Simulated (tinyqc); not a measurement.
# Frequency dispersion of an accumulation capacitance by border traps, distributed model, step by step

Numbers from tinyqc (`OMP_NUM_THREADS=1 python tinyqc.py 2202135 2202136 out.jsonl`; about 0.5 s on one thread of a shared Intel Xeon 2.30GHz). Printed values are rounded.

Traps spread evenly through the insulator exchange electrons with the semiconductor by tunnelling, with tau(x) = t0 exp(2 ka x) at depth x from the interface. The admittance per area Y seen at depth x obeys dY/dx = -Y^2/(i w eps0 eox) + q Nb ln(1 + i w tau)/tau, with Y(0) = i w Cs and w = 2 pi f; the gate sees Y(tox) = G + i w C. Working variable y = Y/(i w), in uF/cm^2. Cox = eps0 eox/tox.

Values chosen for this exercise; permittivity close to that of aluminium oxide:
- eox = 8.22 (relative permittivity of the insulator)
- tox = 3 nm (insulator thickness)
- Cs = 6.3 uF/cm^2 (semiconductor capacitance in accumulation)
- Nb = 6.4e19 cm^-3 eV^-1 (density of border traps)
- ka = 4 1/nm (decay constant of the wave function in the insulator)
- t0 = 5e-11 s (time constant of a trap at the interface)
- f = 10000 Hz (frequency)
- xe = 2.2 nm (depth down to which the steps are taken)

Constants: q = 1.602176634e-19 C, eps0 = 8.8541878128e-14 F/cm where lengths are in cm. Results are converted to the units shown.

## Scales and lumped estimate

Cox; trap-free value 1/(1/Cox + 1/Cs); response depth d = ln(1/(w t0))/(2 ka), where w tau = 1; lumped estimate: all traps within d act as C_bt = q Nb d placed at d/2, so C = 1/{1/[1/(1/Cs + d/(2 eps0 eox)) + C_bt] + (tox - d/2)/(eps0 eox)}.

Cox = 2.42605 uF/cm^2
trap-free C = 1.75155 uF/cm^2
d = 1.58385 nm
C_bt = 1.62407 uF/cm^2
lumped C = 2.04128 uF/cm^2

The traps within reach amount to 0.258 Cs and lie in the first 52.8 % of the insulator.

## Midpoint steps through the active depth

In terms of y: dy/dx = -y^2/(eps0 eox) + s(x), s = q Nb ln(1 + z)/z, z = i w tau. 9 midpoint steps of h = xe/9: y_half = y + (h/2) y'(x, y), y(new) = y + h y'(x + h/2, y_half).

```
point    x (nm)  s (uF/(cm^2 nm))       y (uF/cm^2)
0             0  1.02539+0.00000i  6.30000+0.00000i
1      0.244444  1.02539-0.00001i  5.43681+0.00000i
2      0.488889  1.02539-0.00008i  4.82558-0.00001i
3      0.733333  1.02539-0.00057i  4.37790-0.00005i
4      0.977778  1.02537-0.00402i  4.04133-0.00039i
5       1.22222  1.02435-0.02836i  3.78310-0.00279i
6       1.46667  0.97732-0.18680i  3.58010-0.01960i
7       1.71111  0.45347-0.39988i  3.36633-0.09861i
8       1.95556  0.07965-0.15593i  3.06511-0.13731i
9           2.2  0.01160-0.03655i  2.78741-0.12848i
```

## Capacitance and conductance at the gate

y at xe = 2.78741-0.12848i uF/cm^2

Beyond xe the traps are ignored, so 1/y(tox) = 1/y(xe) + (tox - xe)/(eps0 eox); C = Re y, G/w = -Im y, loss tangent G/(w C).

y at the gate = 2.13449-0.07527i uF/cm^2
C = 2.13449 uF/cm^2
G/w = 0.0752725 uF/cm^2
loss tangent = 0.0352648

A fine integration over the whole insulator gives C = 2.1291 and G/w = 0.07932 uF/cm^2; the coarse G/w is 5.1 % below that. The fine C is 22 % above the trap-free value, and the lumped estimate is 4.1 % below the fine result.
